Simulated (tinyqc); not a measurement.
# Raman shift of the zone-centre optical phonon of a diamond-structure crystal under stress, step by step

A worked calculation. Computed by tinyqc, a small Python program that keeps every step. Command: `OMP_NUM_THREADS=1 python tinyqc.py 3026214 3026215 out.jsonl ramanstress walk`. One thread of a shared host (Intel(R) Xeon(R) Processor @ 2.30GHz), about 0.01 s of CPU time with the checks. Intermediate numbers are printed to about 6 digits and carried at full precision; extremes and crossings named in words are read from the listed rows.

Axes x, y, z are the cube axes. Strain shifts the threefold optical mode and can split it; p, q and r are the phonon deformation potentials.

Inputs (values chosen for the exercise, modelled on germanium):

| quantity | value | unit |
|---|---|---|
| unstrained frequency omega_0 | 300.8 | 1/cm |
| p/omega_0^2 | -1.45 | - |
| q/omega_0^2 | -2 | - |
| r/omega_0^2 | -1.07 | - |
| C11 | 129.7 | GPa |
| C12 | 48.3 | GPa |
| C44 | 66.73 | GPa |
| stress sigma (tension positive) | 0.14 | GPa |
| polarisation angle phi | 20 | degree |
| temperature coefficient d omega/dT | -0.015 | 1/(cm K) |
| local temperature T | 450 | K |
| laser wavelength | 364 | nm |

Stress state: biaxial. Axis: [001].

Constants: h = 6.62607015e-34 J s; c = 299792458 m/s; k_B = 1.380649e-23 J/K.

## Compliances

S11 = (C11 + C12)/D, S12 = -C12/D, D = (C11 - C12)(C11 + 2 C12), S44 = 1/C44.

S11 = 9.66298 1/TPa

S12 = -2.62203 1/TPa

S44 = 14.9858 1/TPa

## Stress and strain tensors

Equal biaxial stress in the plane normal to the axis (unit vector n): sigma_ij = sigma (delta_ij - n_i n_j). eps_xx = S11 sigma_xx + S12 (sigma_yy + sigma_zz), and cyclic; eps_xy = S44 sigma_xy/2 (tensor strain).

stress (GPa):
```
      x     y     z
x  0.14  0.00  0.00
y  0.00  0.14  0.00
z  0.00  0.00  0.00
```

strain (per mille):
```
          x         y          z
x  0.985732  0.000000   0.000000
y  0.000000  0.985732   0.000000
z  0.000000  0.000000  -0.734169
```

volume strain = 1.23730 per mille

## Secular matrix and shifts

Secular matrix: M_xx = p eps_xx + q (eps_yy + eps_zz), M_xy = 2 r eps_xy; its eigenvalues are omega^2 - omega_0^2, and the shifts are these over 2 omega_0.

M/(2 omega_0) (1/cm):
```
           x          y          z
x  -0.290639   0.000000   0.000000
y   0.000000  -0.290639   0.000000
z   0.000000   0.000000  -0.432909
```

shifts, in rising order (1/cm): -0.432909  -0.290639  -0.290639

The triplet splits into a singlet and a doublet. Tension softens every mode.

## Mean shift and Grueneisen parameter

gamma = -(p + 2q)/(6 omega_0^2); the mean of the three shifts is -gamma omega_0 x (volume strain).

mode Grueneisen parameter gamma = 0.908333

mean shift = -0.338062 1/cm

## The line seen from a (001) surface

Backscattering from a (001) surface: incident polarisation (cos phi, sin phi, 0). With Raman tensors (R_z)_xy = (R_z)_yx = 1 and cyclic, only the z component u_z of a mode counts: I = u_z^2 sin^2(2 phi) for parallel and u_z^2 cos^2(2 phi) for crossed polarisers. An unresolved line sits at the intensity-weighted shift, which is M_zz/(2 omega_0).

total intensity, parallel = 0.413176

total intensity, crossed = 0.586824

shift of the observed line = -0.432909 1/cm

shift per stress = -3.09221 1/(cm GPa)

stress per shift = -323.394 MPa cm

The z-polarised mode is an eigenmode here, so one line is seen.

## The same stress in different states

Uniaxial: sigma n n^T; biaxial: sigma (1 - n n^T); hydrostatic: sigma 1. The line seen from (001) is taken as unresolved, at the intensity-weighted shift M_zz/(2 omega_0).

Shifts (1/cm):

| state | lowest | middle | highest | line seen from (001) |
|---|---|---|---|---|
| uniaxial [100] | -0.216455 | -0.216455 | -0.074184 | -0.216455 |
| uniaxial [110] | -0.314133 | -0.216455 | 0.023495 | -0.216455 |
| uniaxial [001] | -0.216455 | -0.216455 | -0.074184 | -0.074184 |
| uniaxial [111] | -0.394116 | -0.056488 | -0.056488 | -0.169031 |
| biaxial, normal [001] | -0.432909 | -0.290639 | -0.290639 | -0.432909 |
| biaxial, normal [111] | -0.450605 | -0.450605 | -0.112977 | -0.338062 |
| hydrostatic | -0.507093 | -0.507093 | -0.507093 | -0.507093 |

Seen from (001), uniaxial stress along [100] and along [110] give the same shift (-0.216), and equal biaxial stress in the plane gives twice as much (-0.433), since only sigma_xx + sigma_yy and sigma_zz enter M_zz. Stress along [001] gives -0.074. One measured shift therefore fixes the stress only once its state is assumed: read as uniaxial in the plane, a shift implies twice the stress that it does read as biaxial.

## Heating mistaken for stress

A temperature above 300 K shifts the line by (d omega/dT)(T - 300 K); divided by the shift per stress it poses as a stress; the total shift adds it to the shift of the observed line. The anti-Stokes to Stokes ratio is [(omega_L + omega_0)/(omega_L - omega_0)]^3 exp(-h c omega_0/(k_B T)) in photon counts, omega_L = 1/wavelength, resonance effects left out.

thermal shift = -2.25 1/cm

apparent stress from heating = 0.727636 GPa

total shift = -2.68291 1/cm

anti-Stokes/Stokes ratio = 0.408181

Heating poses as tension, 520 % of the true stress in size; the intensity ratio gives T apart from the shift.

Checks made by the program: mean of the eigenvalues against the trace rule (relative difference below 1e-10); weighted mean of the modes against M_zz (relative difference below 1e-10).
